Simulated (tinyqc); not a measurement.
Permittivity of the insulator from five potentials.

Inverse problem. A node lies on a semiconductor-insulator interface. Steps: hs = tb/3 down into the semiconductor, ho = tox/2 up into the insulator, hy = L/6 sideways. The flux balance of its box reads eox (hy/ho)(above - node) + eps_r (hy/hs)(below - node) + [(eps_r hs + eox ho)/(2 hy)](left + right - 2 node) - q Na (hs/2) hy/eps0 = 0. Find eox.

Values chosen for this exercise; semiconductor permittivity close to that of silicon:
```
symbol   value   unit                                     meaning
eps_r     11.9         relative permittivity of the semiconductor
tb           5     nm                     half the body thickness
tox        3.9     nm                         insulator thickness
L           31     nm                              channel length
Na      1.2e18  cm^-3       acceptor density of the depleted body
```

Constants: q = 1.602176634e-19 C, eps0 = 8.8541878128e-14 F/cm where lengths are in cm. Results are converted to the units shown.

psi (V): node 0.38122054, above 0.29044999, below 0.45030375, left 0.22959585, right 1

Solution. The balance is linear in eox.

eox = 22.0

Program tinyqc, `OMP_NUM_THREADS=1 python tinyqc.py 2480078 2480079 out.jsonl`; Intel Xeon 2.30GHz, shared host, one thread, about 0.09 s.
